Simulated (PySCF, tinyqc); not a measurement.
RHF in the 3-21g basis, for H3-, spin multiplicity 1, step by step. The basis has no diffuse functions, so it cannot describe the extra electron: this is an exercise in the method, not the real anion. The lowest restricted solution is unstable here: a spin-polarised one lies 0.0336 hartree lower (PySCF). One step of it, computed by the program tinyqc.

Task: Iteration 3: diagonalisation and new density. Diagonalise F' = X^T F X, C = X C', fill 2 alpha and 2 beta electrons from the bottom; D = 2 C_occ C_occ^T. Each column has its largest component positive (the first on a tie).

Fock matrix F (hartree), order 1H 1s, 1H 2s, 2H 1s, 2H 2s, 3H 1s, 3H 2s:
```
[[0.536148, -0.219765, -0.284133, -0.278840, -0.215202, -0.239490],
 [-0.219765, -0.073042, -0.253209, -0.194017, -0.199637, -0.167453],
 [-0.284133, -0.253209, 0.569733, -0.204625, -0.096011, -0.142034],
 [-0.278840, -0.194017, -0.204625, -0.042066, -0.128956, -0.111774],
 [-0.215202, -0.199637, -0.096011, -0.128956, 0.636801, -0.179811],
 [-0.239490, -0.167453, -0.142034, -0.111774, -0.179811, -0.014930]]
```

X, order 1H 1s, 1H 2s, 2H 1s, 2H 2s, 3H 1s, 3H 2s:
```
[[1.246303, -0.504452, 0.012346, 0.010690, 0.026236, 0.014115],
 [-0.504452, 1.690117, 0.001575, -0.446394, 0.000903, -0.373459],
 [0.012346, 0.001575, 1.245499, -0.496572, 0.033542, 0.017240],
 [0.010690, -0.446394, -0.496572, 1.611675, 0.012787, -0.270403],
 [0.026236, 0.000903, 0.033542, 0.012787, 1.245384, -0.494227],
 [0.014115, -0.373459, 0.017240, -0.270403, -0.494227, 1.552878]]
```

Give: F' = X^T F X; orbital energies; coefficients C; D after iteration 3.

Result:

F' = X^T F X (hartree):
```
[[1.0649, -0.6101, -0.1537, -0.1252, -0.0756, -0.0977],
 [-0.6101, 0.5425, -0.1209, -0.1734, -0.0936, -0.1399],
 [-0.1537, -0.1209, 1.1129, -0.6554, 0.0323, -0.0203],
 [-0.1252, -0.1734, -0.6554, 0.5253, -0.0206, -0.0542],
 [-0.0756, -0.0936, 0.0323, -0.0206, 1.1913, -0.6885],
 [-0.0977, -0.1399, -0.0203, -0.0542, -0.6885, 0.5193]]
```

orbital energies (hartree): [-0.2575, 0.1381, 0.4453, 1.4449, 1.5524, 1.6330]

coefficients C, order 1H 1s, 1H 2s, 2H 1s, 2H 2s, 3H 1s, 3H 2s:
```
[[0.2184, -0.0201, 0.1494, 1.1733, 0.5744, -0.1787],
 [0.3573, -0.0783, 1.2148, -1.1009, -0.6706, 0.4223],
 [0.1812, -0.1551, -0.1026, 0.5967, -1.0774, 0.4638],
 [0.2764, -0.7775, -0.8445, -0.3888, 1.2192, -0.2918],
 [0.1348, 0.1901, -0.0641, -0.0041, 0.4660, 1.2335],
 [0.1867, 0.9714, -0.5111, 0.3130, -0.5227, -1.1215]]
```

D after iteration 3, order 1H 1s, 1H 2s, 2H 1s, 2H 2s, 3H 1s, 3H 2s:
```
[[0.0962, 0.1592, 0.0854, 0.1520, 0.0512, 0.0424],
 [0.1592, 0.2676, 0.1538, 0.3193, 0.0665, -0.0188],
 [0.0854, 0.1538, 0.1138, 0.3413, -0.0101, -0.2336],
 [0.1520, 0.3193, 0.3413, 1.3617, -0.2211, -1.4072],
 [0.0512, 0.0665, -0.0101, -0.2211, 0.1086, 0.4196],
 [0.0424, -0.0188, -0.2336, -1.4072, 0.4196, 1.9568]]
```
